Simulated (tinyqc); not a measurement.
Thickness series: Landau-Devonshire theory of a uniaxial ferroelectric. Computed by tinyqc, a small Python program. Command: `OMP_NUM_THREADS=1 python tinyqc.py 3024386 3024387 out.jsonl ferro walk`. One thread of a shared host (Intel(R) Xeon(R) Processor @ 2.30GHz), about 0.01 s of CPU time with the checks.

G(P) = (alpha/2) P^2 + (beta*/4) P^4 + (gamma/6) P^6 - E P per volume, SI units, one domain, P along the polar axis, which is normal to the film.

Inputs (values chosen for the exercise, for a model ferroelectric):
```
quantity                           value             unit
alpha_0                           220000      J m/(C^2 K)
Curie-Weiss temperature T0           810                K
beta                           -2.07e+09        J m^5/C^4
gamma                           1.38e+10        J m^9/C^6
temperature T                        497                K
misfit strain u_m                -0.0041                -
electrostriction Q12              -0.032          m^4/C^2
compliance s11 + s12               5e-12            m^2/N
film thickness d                      35               nm
screening length lambda           0.0044               nm
background permittivity eps_b          7                -
series capacitance C_d               1.8  microfarad/cm^2
```

Sample: epitaxial film.

Constants: eps_0 = 8.8541878128e-12 F/m.

Method:
- alpha = alpha_0 (T - T0*), with clamping: T0* = T0 + 4 Q12 u_m/(alpha_0 (s11 + s12)), beta* = beta + 4 Q12^2/(s11 + s12).
- Ps^2 = [-beta* + sqrt(beta*^2 - 4 alpha gamma)]/(2 gamma).
- chi = 1/(eps_0 G''), G'' = alpha + 3 beta* P^2 + 5 gamma P^4 at Ps. Ps, chi and the coercive field are for perfect screening, without a depolarising field. The intrinsic coercive field is |alpha P + beta* P^3 + gamma P^5| at the P_c where G'' = 0. 1 C/m^2 = 100 microcoulomb/cm^2.
- Between shorted electrodes with screening length lambda each, the depolarising field is -k P, k = 2 lambda/(eps_0 (d + 2 lambda eps_b)), so alpha turns into alpha + k.
- The polar state is the lowest uniform state while alpha + k < 0 (beta* > 0) or < 3 beta*^2/(16 gamma) (beta* < 0); setting the equality gives the critical thickness d_c.
- Domains are left out, though they can pre-empt both the loss of P and the state at P = 0. The second and third columns are for the shorted capacitor, polar only where it is the lowest uniform state: alpha + k < 0 (beta* > 0) or < 3 beta*^2/(16 gamma) (beta* < 0). The last column is another circuit, the film in series with C_d at P = 0: 1/C = (alpha d)/(1 + alpha eps_0 eps_b) + 1/C_d, and P = 0 is locally stable while 1/C > 0; a dash marks the rest.

alpha = -1.73820e+08 J m/C^2

beta* = -1.25080e+09 J m^5/C^4

critical thickness d_c = 5.03321 nm

spontaneous polarisation Ps = 40.7865 microcoulomb/cm^2

Against thickness:
```
d (nm)  P (microcoulomb/cm^2)  depolarising field (MV/m)  C of the stack / C_d
1                       0.000                      0.000                1.0032
2                       0.000                      0.000                1.0064
3                       0.000                      0.000                1.0096
5                       0.000                      0.000                1.0161
8                      34.774                     42.871                1.0260
15                     38.034                     25.097                1.0498
30                     39.499                     13.059                1.1048
60                     40.161                      6.646                1.2342
150                    40.541                      2.685                1.9027
```

What does the comparison show, and why?

The polar state appears between 5 and 8 nm (d_c = 5.03 nm), and at 150 nm P is 99.4 % of Ps. The stack exceeds C_d wherever it is stable, up to 1.90 times: the ferroelectric held at P = 0 acts as a negative capacitance. Caution: far below T0* the expansion with linear alpha(T) is only a fit.

Extremes, crossings and ranges named in words are read from the listed rows.
